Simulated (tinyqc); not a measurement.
# Planar ballistic transistor, top-of-the-barrier model: several studies

At the top of the source barrier, states moving towards the drain are filled by the source (Fermi level 0) and states moving back by the drain (Fermi level -q Vd); nothing scatters. U is the shift of the band edge there, set by the capacitances CG, CD and CS (the total) and by the charge. Parabolic two-dimensional band; the source is grounded.

Values chosen for this exercise; mass and valleys made up:
```
symbol  value  unit                                                                 meaning
T         300     K                                                             temperature
m       0.037    m0                                                          effective mass
gv          2                                                             valley degeneracy
eox         9                                   relative permittivity of the gate insulator
tox       3.9    nm                                                     insulator thickness
aG       0.83                                                            gate control CG/CS
aD      0.028                                                           drain control CD/CS
E0       0.31    eV  band edge at the barrier top above the source Fermi level at zero bias
Vd        0.8     V                                                           drain voltage
```

Constants: q = 1.602176634e-19 C, kB = 1.380649e-23 J/K, hbar = 1.054571817e-34 J s, m0 = 9.1093837015e-31 kg, Vt = kB T/q, eps0 = 8.8541878128e-14 F/cm where lengths are in cm. Results are converted to the units shown.

Each table varies one quantity; the others keep the values above.

## Effect of the band edge at the barrier top above the source Fermi level at zero bias

N0 = gv m kB T/(pi hbar^2), CG = eps0 eox/tox, vT = sqrt(2 kB T/(pi m)), CS = CG/aG, n0 = n at U = 0 and Vd = 0. eta1 = -(E0 + U)/Vt, eta2 = eta1 - Vd/Vt, n = (N0/2)[F_0(eta1) + F_0(eta2)], F_0(x) = ln(1 + exp x). U = UL + q (n - n0)/CS with UL = -(aG Vg + aD Vd), energies in eV. I = q (N0/2) vT [F_(1/2)(eta1) - F_(1/2)(eta2)] per width, F_(1/2)(x) = (2/sqrt(pi)) int_0^infinity u^(1/2)/(1 + exp(u - x)) du. CQ = (q/Vt) dn/d(eta1).

In this table Vg = 0.8 V, Vd = 0.8 V.

Effect of the band edge at the barrier top above the source Fermi level at zero bias:
```
E0 (eV)    eta1  n (cm^-2)  I (uA/um)  mean velocity I/(q n) (cm/s)    CQ/CS
0.1      11.329  4.5266e12     5185.9                      7.1505e7   1.0059
0.15     10.347  4.1343e12     4535.2                      6.8467e7   1.0059
0.2      9.3801  3.7480e12     3924.5                      6.5354e7   1.0058
0.25     8.4154  3.3626e12     3346.5                      6.2115e7   1.0057
0.3      7.4510  2.9774e12     2801.6                      5.8730e7   1.0053
0.35     6.4863  2.5923e12     2292.1                      5.5187e7   1.0044
0.4      5.5209  2.2076e12     1820.7                      5.1477e7   1.0019
0.45     4.5534  1.8236e12     1390.8                      4.7602e7  0.99543
```

What does the table show?

As E0 goes from 0.1 to 0.45 eV, n falls from 4.53e12 to 1.82e12 cm^-2, the mean velocity falls from 7.15e7 to 4.76e7 cm/s and the current falls from 5190 to 1390 uA/um. CQ/CS stays near 1.0.

## Transfer curve

Same model as above.

CQ = (q/Vt) dn/d(eta1).

Transfer curve:
```
Vg (V)    eta1  n (cm^-2)  I (uA/um)  mean velocity I/(q n) (cm/s)     CQ/CS
0       -11.12    5.890e6   0.002640                       2.797e7  1.483e-5
0.12    -7.273    2.773e8     0.1243                       2.797e7  6.978e-4
0.25    -3.141   1.691e10      7.627                       2.814e7   0.04169
0.38    0.2465   3.292e11      165.8                       3.144e7    0.5646
0.5      2.414   9.987e11      620.4                       3.877e7    0.9233
0.62     4.371   1.752e12       1315                       4.686e7    0.9934
0.75     6.457   2.581e12       2277                       5.508e7     1.004
0.88     8.539   3.412e12       3419                       6.254e7     1.006
1        10.46   4.179e12       4608                       6.882e7     1.006
```

The current rises from 0.00264 to 4610 uA/um. Between the first two rows the swing is 71.7 mV a decade, against Vt ln 10/aG = 71.7. CQ/CS goes from 1.5e-5 to 1.0, so a volt on the gate moves the band edge by 0.83 eV in the first row and 0.41 eV in the last. The mean velocity rises from 2.80e7 to 6.88e7 cm/s.

## Effect of the effective mass

Same model as above.

CQ = (q/Vt) dn/d(eta1). E0 is held fixed.

In this table Vg = 0.8 V, Vd = 0.8 V.

Effect of the effective mass:
```
m (m0)       eta1  n (cm^-2)  I (uA/um)  mean velocity I/(q n) (cm/s)    CQ/CS
0.02       9.4315  2.0371e12     2908.7                      8.9121e7  0.54369
0.032      7.7859  2.6907e12     2777.8                      6.4434e7  0.86962
0.05       6.1699  3.3326e12     2479.8                      4.6443e7   1.3565
0.08       4.5788  3.9647e12     2060.8                      3.2443e7   2.1528
0.13       3.1793  4.5206e12     1619.6                      2.2362e7   3.3931
0.2        2.1705  4.9213e12     1282.0                      1.6259e7   4.8804
0.32       1.2813  5.2746e12     991.13                      1.1728e7   6.8090
0.5       0.58533  5.5510e12     781.87                      8.7913e6   8.7310
0.8     -0.043854  5.8010e12     615.29                      6.6201e6   10.636
```

As m goes from 0.02 to 0.8 m0, n rises from 2.04e12 to 5.80e12 cm^-2, the mean velocity falls from 8.91e7 to 6.62e6 cm/s and the current falls from 2910 to 615 uA/um. CQ/CS goes from 0.54 to 11. The loss of velocity outweighs the gain of charge over the whole range.

Computed by the program tinyqc: `OMP_NUM_THREADS=1 python tinyqc.py 2400147 2400148 out.jsonl`, one thread of a shared Intel Xeon 2.30GHz, about 0.02 s for the whole run.
